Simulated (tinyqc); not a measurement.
Dopant redistribution at a moving silicon-oxide interface during parabolic oxidation: one step, computed by the program tinyqc.

Uniformly doped silicon is oxidised with x_ox = sqrt(B t); the interface advances into the silicon by alpha x_ox, alpha = 0.44. The dopant does not move in the oxide, and at the interface C(silicon) = m C(oxide).

Question. Dose moved. Consumed silicon held alpha x_ox C_B; the oxide holds x_ox times the dopant concentration in the oxide; the difference is the excess in the silicon; 1 um = 1e-4 cm.

Inputs (values chosen for the exercise, modelled on arsenic in silicon under dry oxygen): oxidation activation energy E_B = 1.21 eV; bulk doping C_B = 2e+16 1/cm^3; temperature T = 950 C.

oxide thickness = 0.1660963 um

concentration in the oxide = 7.430063e+15 1/cm^3

Give: dopant in the consumed silicon; dopant in the oxide; excess in the silicon.

Answer.

dopant in the consumed silicon = 1.462e+11 1/cm^2

dopant in the oxide = 1.234e+11 1/cm^2

excess in the silicon = 2.275e+10 1/cm^2

Caution: in this case the oxide is not much thicker than a typical Deal-Grove length A, so real growth is slower than parabolic. Caution: parabolic growth needs an oxide much thicker than the Deal-Grove length A, which fails for thin films and low temperatures; oxidation-enhanced or retarded diffusion is ignored.
